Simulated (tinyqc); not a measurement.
Inside a calculation: deep level with several charge states, and Shockley-Read-Hall recombination. Values are carried at full precision from step to step, so a last printed digit may differ when a step is redone from the rounded ones.

Energies from Ev. The defect has charge states +1, 0, -1 with weights 1, gm exp((EF - E1)/kT), exp((2 EF - E1 - E2)/kT); the shares are the weights over their sum. Boltzmann carriers: n = Nc exp((EF - Eg)/kT), p = Nv exp(-EF/kT). Neutrality: p - n + Nd + Nt <q> = 0.

Constants: kB = 8.617333262e-05 eV/K.

Inputs chosen for the exercise (gap and densities of states near those of Si at this temperature; shifted at random, so the results belong to these values and not to a real crystal):

| symbol | value | unit | meaning |
|---|---|---|---|
| Eg | 1.126 | eV | gap |
| Nc | 2.75e+19 | 1/cm^3 | conduction-band density of states |
| Nv | 1.14e+19 | 1/cm^3 | valence-band density of states |
| T | 300 | K |  |
| E1 | 0.781 | eV | level (+1/0) above Ev |
| E2 | 0.508 | eV | level (0/-1) above Ev |
| gm | 2 |  | degeneracy of the middle state, the others 1 |
| Nt | 3.6e+14 | 1/cm^3 | defects |
| Nd | -1.5e+15 | 1/cm^3 | ionised shallow donors minus acceptors |
| E_try | 0.695 | eV | trial Fermi level |
| Et | 0.781 | eV | recombination level above Ev |
| sn | 1.2e-14 | cm^2 | electron capture cross-section |
| sp_ | 2.8e-16 | cm^2 | hole capture cross-section |
| vth | 20000000 | cm/s | thermal velocity, both carriers |
| Nm | 6.4e+16 | 1/cm^3 | equilibrium holes for the lifetime steps |
| dn | 1.6e+12 | 1/cm^3 | excess pairs |

## Charge states at a trial Fermi level

Form the exponents, the shares, the mean charge and the residual of neutrality at EF = E_try.

exponents of the second and third weights: -3.327  3.907

shares: +1 0.0197, 0 0.0014, -1 0.9789

<q> = -0.9592

n, p (1/cm^3): 1.58e+12  2.41e+07

residual = -1.85e+15 1/cm^3

The residual is negative, so EF must fall.

## The neutral state

Solve for EF.

EF = 0.2381 eV

shares at EF: +1 1.000, 0 0.000, -1 0.000

n = 3.34e+04 1/cm^3
p = 1.14e+15 1/cm^3

Without the defects the majority density would be 1.50e+15 1/cm^3; with them the density of these carriers is 1.14e+15, so they compensate part of the doping. Most defects are in the state +1. The level order is inverted (negative U), so the middle state is never the most common.

## Recombination through one level

One level at Et with degeneracy 1: tn = 1/(sn vth Nt), tp = 1/(sp_ vth Nt), n1 = Nc exp((Et - Eg)/kT), p1 = Nv exp(-Et/kT), ni^2 = n1 p1. Equilibrium p0 = Nm, n0 = ni^2/Nm; n = n0 + dn, p = p0 + dn. U = (n p - ni^2)/(tp (n + n1) + tn (p + p1)), lifetime dn/U; emission rates en = sn vth n1, ep = sp_ vth p1.

Evaluate each quantity.

tn, tp (microsecond): 0.01157  0.4960

n1, p1 (1/cm^3): 4.40e+13  8.64e+05

U = 1.34e+20 1/(cm^3 s)
lifetime = 0.0119 microsecond

The lifetime is 1.031 times the minority capture time tn and 0.0235 times tn + tp, the limit of high injection.

## Emission and generation in a depleted region

With n = p = 0 the level generates pairs at G = Nt en ep/(en + ep); generation lifetime tg = ni/G; current density e G W for a width W = 1 micrometre, e = 1.602176634e-19 C.

en, ep (1/s): 1.06e+07  0.00484

G = 1.74e+12 1/(cm^3 s)
tg = 3.54e+03 microsecond
current density = 2.79e-11 A/cm^2

The slower step, hole emission, limits the rate: en/ep = 2.18e+09.

## Checks

- U against hole capture minus emission at the steady occupation of the level (1/(cm^3 s)): both 1.341e+20.

tinyqc: `OMP_NUM_THREADS=1 python tinyqc.py 1651152 1651153 out.jsonl`; about 0.01 s, one thread, shared Intel(R) Xeon(R) Processor @ 2.30GHz.
